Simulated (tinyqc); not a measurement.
Angle of incidence: thin-film optics by transfer matrices.

Indices N = n + i k. Snell: N0 sin(theta) = N_j sin(theta_j), with Im(N_j cos theta_j) >= 0. Admittance y_j = N_j cos theta_j for s and N_j/cos theta_j for p. Phase delta_j = 2 pi N_j cos theta_j d_j/lambda. Layer matrix [[cos delta, -i sin delta/y], [-i y sin delta, cos delta]], multiplied from the top down to M. (B, C) = M (1, y_sub); r = (y0 B - C)/(y0 B + C), R = |r|^2, T = 4 Re y0 Re y_sub/|y0 B + C|^2, absorbed in the films 1 - R - T.

Ellipsometry: rho = tan(Psi) exp(i Delta) = -conj(r_p/r_s) with the r of the admittance formula, Delta in 0 to 360 degrees, so that a bare dielectric at small angles gives Delta = 180.

Parameters, chosen for this exercise (indices near those of polySi, SiO2 on Cu; not measured data):
- lam = 193 nm (vacuum wavelength)
- n0 = 1 (ambient index)
- n = (0.991, 1.586, 0.952) (n of polySi, SiO2, substrate)
- k = (2.11, 0, 1.348) (k in the same order)
- d = (47.4, 398) nm (thicknesses, top first)

Both polarisations.

Stack:
```
theta (degrees)     R_s     R_p    Psi   Delta
0                0.5330  0.5330  45.00  180.00
15               0.5452  0.5190  44.29  176.91
30               0.5824  0.4783  42.18  167.28
45               0.6479  0.4197  38.83  149.35
55               0.7084  0.3809  36.25  130.70
60               0.7404  0.3665  35.13  118.63
65               0.7761  0.3605  34.28  104.18
70               0.8151  0.3726  34.06   87.02
75               0.8570  0.4169  34.89   67.29
80               0.9019  0.5151  37.08   45.65
85               0.9496  0.6981  40.61   22.99
```

What can be read from this table?

R_s and R_p agree at normal incidence (0.5330). R_p is lowest at 65 degrees of those listed (0.3605), where R_s = 0.7761; the top film absorbs, so there is only a pseudo-Brewster minimum. R_s rises steadily with the angle.

tinyqc: `OMP_NUM_THREADS=1 python tinyqc.py 1651623 1651624 out.jsonl`; about 0.01 s, one thread, shared Intel(R) Xeon(R) Processor @ 2.30GHz.
